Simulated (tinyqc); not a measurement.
Special k points of the simple cubic lattice, step by step. Values are carried at full precision from step to step, so a last printed digit may differ when a step is redone from the rounded ones.

Lattice vectors in units of a: a1 = (1, 0, 0), a2 = (0, 1, 0), a3 = (0, 0, 1); reciprocal vectors b_i with a_i . b_j = 2 pi delta_ij. Mesh: k = sum_i f_i b_i with f_i = (2 j_i + shift)/(2 N), j_i = 0 .. N-1. The point group of the lattice has 48 operations; only those that map the mesh onto itself are used.

Inputs chosen for the exercise: N = 5 (points along each reciprocal vector); shift = 0 (half steps); D = 2.09 eV (half gap term); t = 0.62 eV (coupling); e0 = 1.23 eV (offset).

## Irreducible points and weights

Join points that an operation carries into one another (modulo reciprocal vectors); list each class by its first point in the order of (j1, j2, ...).

Irreducible points:
```
f1          f2      f3  weight
0.0000  0.0000  0.0000       1
0.0000  0.0000  0.2000       6
0.0000  0.0000  0.4000       6
0.0000  0.2000  0.2000      12
0.0000  0.2000  0.4000      24
0.0000  0.4000  0.4000      12
0.2000  0.2000  0.2000       8
0.2000  0.2000  0.4000      24
0.2000  0.4000  0.4000      24
0.4000  0.4000  0.4000       8
```

operations that keep the mesh = 48
irreducible points = 10

The weights add up to 125 = N^3; symmetry saves a factor 12.5.

## Which stars the mesh integrates

A_m(k) = sum over the m-th star of lattice vectors R of cos(k . R), stars in order of length: m = 1: |R|^2 = 1, 6 vectors, such as (1, 0, 0) in the basis a_i; m = 2: |R|^2 = 2, 12 vectors, such as (1, 1, 0) in the basis a_i; m = 3: |R|^2 = 3, 8 vectors, such as (1, 1, 1) in the basis a_i; m = 4: |R|^2 = 4, 6 vectors, such as (2, 0, 0) in the basis a_i; m = 5: |R|^2 = 5, 24 vectors, such as (2, 1, 0) in the basis a_i; m = 6: |R|^2 = 6, 24 vectors, such as (2, 1, 1) in the basis a_i. The zone mean of every A_m is zero.

Lattice vectors in units of a: a1 = (1, 0, 0), a2 = (0, 1, 0), a3 = (0, 0, 1); f are fractions of the reciprocal vectors. Evaluate the first six A_m at each irreducible point (k . R = 2 pi sum f_i n_i) and form the weighted means.

A_m at the points:
```
       m=1     m=2     m=3     m=4     m=5      m=6
1    6.000  12.000   8.000   6.000  24.000   24.000
2    4.618   6.472   2.472   2.382   4.000   -1.528
3    2.382  -2.472  -6.472   4.618   4.000  -10.472
4    3.236   2.854   0.764  -1.236  -6.000   -3.236
5    1.000  -3.000  -2.000   1.000  -1.000    4.000
6   -1.236  -3.854   5.236   3.236  -6.000    1.236
7    1.854   1.146   0.236  -4.854  -6.000   -1.854
8   -0.382  -1.618  -0.618  -2.618   4.000    3.472
9   -2.618   0.618   1.618  -0.382   4.000   -5.472
10  -4.854   7.854  -4.236   1.854  -6.000    4.854
```

weighted means: m=1 0.000, m=2 0.000, m=3 0.000, m=4 0.000, m=5 0.000, m=6 0.000

All six means vanish: the mesh is exact for functions whose Fourier series ends within these stars.

## A zone average from the irreducible points

Test function, the lower band of a two-band insulator: E(k) = -sqrt(D^2 + (e0 - t A_1(k))^2).

Lattice vectors in units of a: a1 = (1, 0, 0), a2 = (0, 1, 0), a3 = (0, 0, 1). Evaluate E at each point and take the weighted mean; the reference uses the unshifted mesh with N = 24.

E at the points (eV): -3.2509  -2.6524  -2.1045  -2.2295  -2.1772  -2.8903  -2.0915  -2.5534  -3.5368  -4.7267

weighted mean = -2.7695 eV
reference mean = -2.7697 eV

The error is +0.20 meV with 10 points.

## Checks

- Weighted mean over irreducible points against the plain mean over the whole mesh (eV): both -2.769537.
- Reference mean against a mesh of N = 30 (eV): both -2.7697.

tinyqc: `OMP_NUM_THREADS=1 python tinyqc.py 1650869 1650870 out.jsonl`; about 0.2 s, one thread, shared Intel(R) Xeon(R) Processor @ 2.30GHz.
